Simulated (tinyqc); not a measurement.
The diagram with and without ligand: potential-pH (Pourbaix) lines of a metal, its cation, its oxide and an oxyanion, with a complexing ligand. Computed by tinyqc, a small Python program. Command: `OMP_NUM_THREADS=1 python tinyqc.py 3015175 3015176 out.jsonl pourb walk`. One thread of a shared host (Intel(R) Xeon(R) Processor @ 2.30GHz), about 0.02 s of CPU time with the checks.

Potentials are against the standard hydrogen electrode; solids and water have unit activity; dG_f of M, H+ and the electron is zero; F = e N_A and s = R T ln(10)/F. The cation carries z = 2.

Inputs (values chosen for the exercise, modelled on iron):

| quantity | value | unit |
|---|---|---|
| dG_f of the cation | -79.32 | kJ/mol |
| dG_f of the oxide | -249.64 | kJ/mol |
| dG_f of the oxyanion | -324.43 | kJ/mol |
| dG_f of water | -237.14 | kJ/mol |
| temperature T | 298.15 | K |
| log10 of the dissolved activity a | -6 | - |
| log10 of the stability constant beta of ML | 9.9 | - |
| pKa of HL | 9.4 | - |
| total ligand c_L | 0.18 | mol/L |

Species: M, M2+, MO, MO2(2-).

Constants: R = 8.314462618 J/(mol K); e = 1.602176634e-19 C; N_A = 6.02214076e+23 1/mol.

Method. M2+ + 2e = M; MO + 2H+ + 2e = M + H2O; MO2(2-) + 4H+ + 2e = M + 2H2O. For each, E0 = -dG/(z F), and E = E0 + (s/z) log10 a - (s n_H/z) pH, with no activity term for the oxide. The free ligand is c_L/(1 + 10^(pKa - pH)) (ligand in excess); dissolved metal is a in all, so the free cation is a/alpha, alpha = 1 + beta [L]; the cation line drops by (s/z) log10 alpha.

E0 (V): cation -0.411047, oxide -0.064777, oxyanion 0.776543

s = 0.0591593 V

Lines against the metal (V); the species with the lowest line is stable above it:

| pH | cation | oxide | oxyanion | stable above | cation with ligand | stable above, ligand |
|---|---|---|---|---|---|---|
| 0 | -0.58852 | -0.06478 | 0.5991 | cation | -0.59431 | dissolved |
| 2 | -0.58852 | -0.18310 | 0.3624 | cation | -0.64067 | dissolved |
| 4 | -0.58852 | -0.30141 | 0.1258 | cation | -0.69961 | dissolved |
| 5 | -0.58852 | -0.36057 | 0.0075 | cation | -0.72918 | dissolved |
| 6 | -0.58852 | -0.41973 | -0.1108 | cation | -0.75876 | dissolved |
| 7 | -0.58852 | -0.47889 | -0.2292 | cation | -0.78829 | dissolved |
| 8 | -0.58852 | -0.53805 | -0.3475 | cation | -0.81742 | dissolved |
| 9 | -0.58852 | -0.59721 | -0.4658 | oxide | -0.84320 | dissolved |
| 10 | -0.58852 | -0.65637 | -0.5841 | oxide | -0.85646 | dissolved |
| 12 | -0.58852 | -0.77469 | -0.8208 | oxyanion | -0.85930 | dissolved |
| 14 | -0.58852 | -0.89301 | -1.0574 | oxyanion | -0.85933 | oxyanion |

What follows from these numbers?

Without ligand the oxide holds 2 of the eleven rows (pH 9 to 10), with it 0. The ligand acts once beta [L] exceeds 1, from pH = pKa - log10(beta c_L) = 0.2 on; its line then falls by at most s/z per pH unit and flattens beyond pKa, 0.271 V below the free cation at most. The oxide line falls faster, by s per pH unit.

Extremes, crossings and ranges named in words are read from the listed rows.
